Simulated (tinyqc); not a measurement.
# Projection against the Weibull slope

Defects are spread at random, so -ln(1 - F) is proportional to the area: t63(A2) = t63 (A1/A2)^(1/beta), and the time to the share Fp is t63(A2) (-ln(1 - Fp))^(1/beta).

Values chosen for this exercise: area of a test capacitor A1 = 8200 um^2; gate area of the product A2 = 1.5e6 um^2; allowed share of failed products Fp = 1e-5; characteristic time of a test capacitor t63 = 640 s.

Projection against the Weibull slope:
```
beta  t63 of the product (s)  time to Fp (s)  decades lost to area  decades lost to the percentile
0.6                   0.1086       5.040e-10                 3.770                           8.333
1.15                   6.902        3.099e-4                 1.967                           4.348
1.7                    29.88         0.03422                 1.331                           2.941
2.25                   63.20          0.3789                 1.005                           2.222
2.8                    99.59           1.631                0.8080                           1.786
3.35                   135.2           4.348                0.6753                           1.493
3.9                    168.3           8.791                0.5801                           1.282
4.45                   198.5           14.94                0.5084                           1.124
5                      225.8           22.58                0.4525                           1.000
```

Both losses go as 1/beta: together 12.1 decades at beta = 0.6 and 1.45 at 5. For small Fp only the ratio Fp/A2 counts, so ten times the area costs as much as a tenth of Fp.

Program tinyqc, `OMP_NUM_THREADS=1 python tinyqc.py 2070087 2070088 out.jsonl`; Intel Xeon 2.30GHz, shared host, one thread, about 0.01 s.
